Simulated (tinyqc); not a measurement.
## Trench capacitor in an array: capacitance, non-linearity, leakage and relaxation: cell against the aspect ratio

A film between two metal electrodes, each interface adding a series capacitance ci. The small-signal permittivity is ek (1 + aq E^2); the field is found with the linear permittivity. Leakage J = J0 sinh(E/Ef). After a voltage step the film passes a relaxation current kr C V tt^(-nr), tt being the time in seconds. The sidewall is a coaxial capacitor with radii a = dm/2 - t and b = dm/2, depth AR dm; the end face is left out.

Per length 1/c = ln(b/a)/(2 pi eps0 ek) + (1/a + 1/b)/(2 pi ci); cell capacitance c AR dm; per footprint over pt^2; fields c V/(2 pi eps0 ek r) at r = a and b; resistance of the inner electrode rho AR dm/(pi a^2); time constant R C/3 of the distributed line.

Values chosen for this exercise; permittivity of the order of that of tantalum oxide:
```
symbol  value     unit                                                             meaning
ek         24                                            relative permittivity of the film
t          30       nm                                                      film thickness
ci        150  uF/cm^2  capacitance of each electrode interface (dead layer and screening)
V         0.8        V                                                                bias
dm        170       nm                                                diameter of the hole
pt        270       nm                                           pitch of the square array
rho       370  uohm cm                                  resistivity of the inner electrode
```

Constants: eps0 = 8.8541878128e-14 F/cm where lengths are in cm. Results are converted to the units shown.

The same in every row: field at a (MV/cm) = 0.33091; field at b (MV/cm) = 0.21412.

Cell against the aspect ratio:
```
AR   cell capacitance (fF)  per footprint (uF/cm^2)  R (kohm)  R C/3 (ps)
5                   2.5819                   3.5417   0.33094     0.28482
10                  5.1638                   7.0834   0.66187      1.1393
20                  10.328                   14.167    1.3237      4.5571
30                  15.491                   21.250    1.9856      10.253
50                  25.819                   35.417    3.3094      28.482
70                  36.147                   49.584    4.6331      55.824
100                 51.638                   70.834    6.6187      113.93
```

As AR goes from 5 to 100, the cell capacitance rises from 2.58 to 51.6 fF, the capacitance per footprint rises from 3.54 to 70.8 uF/cm^2, the ratio of the two fields stays at 1.55 and R C/3 rises from 0.285 to 114 ps; the time constant goes as AR^(2.00) between the first two rows and AR^(2.00) between the last two.

Computed by the program tinyqc: `OMP_NUM_THREADS=1 python tinyqc.py 2102132 2102133 out.jsonl`, one thread of a shared Intel Xeon 2.30GHz, about 0.01 s for the whole run.
